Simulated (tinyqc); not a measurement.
Inputs raised by 2 %, one at a time: implant damage, amorphisation by cascade overlap, and solid-phase epitaxial regrowth. Computed by tinyqc, a small Python program. Command: `OMP_NUM_THREADS=1 python tinyqc.py 3112166 3112167 out.jsonl sper sens`. One thread of a shared host (Intel(R) Xeon(R) Processor @ 2.30GHz), about 0.01 s of CPU time with the checks.

Range and width of the damage are inputs. Dynamic annealing enters only through the surviving share f.

Inputs (values chosen for the exercise, modelled on silicon ions in silicon): atomic density N = 49.9 1/nm^3; ion Z1 = 14; ion mass M1 = 28 u; target Z2 = 14; target mass M2 = 28.09 u; ion energy E = 43 keV; displacement energy E_d = 17 eV; depth of the damage peak R_d = 38 nm; width of the damage profile s_d = 20 nm; share of defects that survive f = 0.99; critical displaced share x_c = 0.17; dose Q = 2.1e+14 1/cm^2; regrowth prefactor v0 = 6.1e+15 nm/s; regrowth energy E_a = 2.69 eV; anneal temperature = 666 C; rate relative to (100) = 0.33; peak enhancement by the dopant = 2.5; ramp rate = 44 K/s.

Constants: a_0 = 0.529177210903 angstrom; e^2/(4 pi eps_0) = 14.39964548 eV angstrom; k_B = 8.617333262e-05 eV/K.

Method:
- Robinson partition: eps = E a M2/(Z1 Z2 (e^2/(4 pi eps_0)) (M1 + M2)), a = 0.8853 a_0/sqrt(Z1^(2/3) + Z2^(2/3)); k = 0.0793 Z1^(2/3) Z2^(1/2) (M1 + M2)^(3/2)/((Z1^(2/3) + Z2^(2/3))^(3/4) M1^(3/2) M2^(1/2)); damage energy T_d = E/(1 + k (eps + 0.40244 eps^(3/4) + 3.4008 eps^(1/6))); displacements nu = 0.8 T_d/(2 E_d).
- Displaced share x(z) = f nu Q exp(-(z - R_d)^2/(2 s_d^2))/(sqrt(2 pi) s_d N); the layer is amorphous where x > x_c, between R_d -/+ s_d sqrt(2 ln(x_max/x_c)), the upper edge being cut at the surface. Threshold dose Q_c = Q x_c/x_max.
- Displaced atoms per area beyond the lower edge z2: f nu Q (1/2) erfc((z2 - R_d)/(sqrt2 s_d)); they are not removed by regrowth.
- v = v0 x orientation factor x exp(-E_a/(k_B T)) x [1 + (enhancement - 1) exp(-(z - R_d)^2/(2 s_d^2))], T = anneal temperature + 273.15 K; the dopant is taken to follow the damage profile; the lower front moves from the lower edge z2 to the surface, or to the middle (z1 + z2)/2 of a buried layer with upper edge z1; time = int dz/v; the equivalent undoped distance is that time times the undoped velocity.
- On a linear ramp from 200 C regrowth ends at the T_f where int v_undoped dT/(ramp rate) equals the equivalent undoped distance.

Runs; columns: (1) input moved; (2) from; (3) to; (4) threshold dose Q_c (1/cm^2); (5) displaced atoms beyond z2 (1/cm^2); (6) time with enhancement (s); (7) temperature at which regrowth ends (C):
```
(1)                                       (2)        (3)         (4)         (5)     (6)     (7)
base run                                    -          -  7.2901e+13  8.9285e+15  1.9170  697.72
displacement energy E_d (eV)               17      17.34  7.4359e+13  8.9832e+15  1.8927  697.36
width of the damage profile s_d (nm)       20       20.4  7.4359e+13  9.1629e+15  1.9306  697.92
critical displaced share x_c             0.17     0.1734  7.4359e+13  9.1629e+15  1.8927  697.36
dose Q (1/cm^2)                       2.1e+14  2.142e+14  7.2901e+13  8.8749e+15  1.9412  698.08
ramp rate (K/s)                            44      44.88  7.2901e+13  8.9285e+15  1.9170  698.28
```

Exponents ln(y'/y) / ln(x'/x):
```
input                            threshold dose Q_c  displaced atoms beyond z2  time with enhancement  temperature at which regrowth ends
displacement energy E_d                           1                      0.308                 -0.643                              -0.026
width of the damage profile s_d                   1                      1.308                  0.357                               0.015
critical displaced share x_c                      1                      1.308                 -0.643                              -0.026
dose Q                                            0                     -0.304                  0.634                               0.026
ramp rate                                         0                      0.000                  0.000                               0.041
```

To which inputs is each result most sensitive?

Among the inputs moved here: threshold dose Q_c answers most in size to displacement energy E_d (exponent +1.000), and about equally to width of the damage profile s_d (+1.000), critical displaced share x_c (+1.000); its exponent is below 0.0005 for dose Q, ramp rate. Its exponent +1.000 in displacement energy E_d: displacements go as 1/E_d. Its exponent +1.000 in width of the damage profile s_d: the same damage spread over more depth. Displaced atoms beyond z2 answers most in size to width of the damage profile s_d (exponent +1.308), and about equally to critical displaced share x_c (+1.308); its exponent is below 0.0005 for ramp rate. Time with enhancement answers most in size to displacement energy E_d (exponent -0.643), and about equally to critical displaced share x_c (-0.643), dose Q (+0.634); its exponent is below 0.0005 for ramp rate. Temperature at which regrowth ends answers most in size to ramp rate (exponent +0.041), next to displacement energy E_d (-0.026).
